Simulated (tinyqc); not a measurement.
# From one set of inputs to another, one input at a time

Model: precursor delivery by bubblers, mass-transport growth and the solid composition of a III-V alloy. Computed by tinyqc, a small Python program. Command: `OMP_NUM_THREADS=1 python tinyqc.py 3004391 3004392 out.jsonl movpe_thermo ladder`. One thread of a shared host (Intel(R) Xeon(R) Processor @ 2.30GHz), about 0.01 s of CPU time with the checks.

1 sccm = 44.615 micromol/min; 1 torr = 133.322 Pa. The sources decompose fully at the surface.

The inputs printed are set A. Set A is modelled on triethylgallium (source 1) and trimethylindium (source 2) for the vapour pressures; the values taken over come from a set modelled on trimethylgallium (source 1) and trimethylindium (source 2) for the vapour pressures. Inputs not listed in the table keep their values of set A, so the rows need not describe a real material.

Inputs (values chosen for the exercise, modelled on triethylgallium (source 1) and trimethylindium (source 2) for the vapour pressures): bath temperature T1 = 284 K; bath temperature T2 = 297 K; bubbler pressure p_b = 400 torr; carrier flow F1 = 30 sccm; carrier flow F2 = 250 sccm; total flow F_t = 19 slm; group-V flow F_V = 350 sccm; reactor pressure p = 40 torr; growth temperature T = 1040 K; diffusivity at 273 K and 760 torr = 0.5 cm^2/s; flow cross-section A = 75 cm^2; distance from the leading edge z = 8.3 cm; lattice constant a = 5.68 angstrom; interaction L0 of the solid = 11.4 kJ/mol; log10 of p_B,eq over pure BC at 1000 K and 1 torr of group V (exaggerated: liquid indium has about -4.1) = -2.1 log10 torr; enthalpy of that equilibrium H = 362 kJ/mol.

Alloy: mixing on the group-III sites, with desorption of B.

constants a, b of source 1 (log10 torr, K): [8.111, 2162]

constants a, b of source 2 (log10 torr, K): [10.53, 3014]

Constants: k_B = 1.380649e-23 J/K; R = 8.314462618 J/(mol K).

Method:
- log10 p_v = a - b/T_bath; molar flow = F x 44.615 x p_v/(p_b - p_v) for a saturated bubbler.
- p_i = p n_i/(44615 F_t), F_t in slm; p_V = p F_V/(1000 F_t), counted per molecule supplied; V/III = 44.615 F_V/(n1 + n2); vapour fraction of source 2 = n2/(n1 + n2).
- Mean velocity u = (F_t/A)(760/p)(T/273); D = D0 (T/273)^1.75 (760/p); boundary layer delta = sqrt(pi D z/u); flux = D dp/(delta k_B T); growth rate = flux x a^3/4.
- A sticks fully. B desorbs: its surface pressure is p_B* = x gamma_B K/sqrt(p_V), ln gamma_B = L0 (1 - x)^2/(R T), K = 10^(log10 K at 1000 K) exp[-(H/R)(1/T - 1/1000)], p_V in torr. With equal diffusivities x = (p_2 - p_B*)/(p_1 + p_2 - p_B*). Growth rate = rate per torr x p_1/(1 - x).

Each row keeps all changes above it:
```
input moved                            from    to  molar flow 1 (micromol/min)  V/III ratio  solid fraction x
set A                                     -     -                       10.624       199.67          0.018062
bath temperature T1 (K)                 284   279                        7.744       207.30          0.018077
distance from the leading edge z (cm)   8.3   8.8                        7.744       207.30          0.018077
bath temperature T2 (K)                 297   295                        7.744       238.86          0.015305
bubbler pressure p_b (torr)             400  1000                        3.087       599.03          0.005964
carrier flow F2 (sccm)                  250   340                        3.087       454.72          0.008157
carrier flow F1 (sccm)                   30   5.5                        0.566       490.74          0.008163
interaction L0 of the solid (kJ/mol)   11.4  13.3                        0.566       490.74          0.006544
```

Molar flow 1 goes from 10.6 to 0.566, a factor 0.0533 in all. The largest single move comes from carrier flow F1 (a factor 0.183). V/III ratio goes from 200 to 491, a factor 2.46 in all. The largest single move comes from bubbler pressure p_b (a factor 2.51), and carrier flow F2 works against it (a factor 0.759). Solid fraction x goes from 0.0181 to 0.00654, a factor 0.362 in all. The largest single move comes from bubbler pressure p_b (a factor 0.390), and carrier flow F2 works against it (a factor 1.37). The single moves hold for this order of the switches; the total does not depend on the order.

Caution (all rows): the boundary layer is a quarter or more of the root of the cross-section, so it fills much of the channel and depletion along the flow matters.

Extremes, crossings and ranges named in words are read from the listed rows.
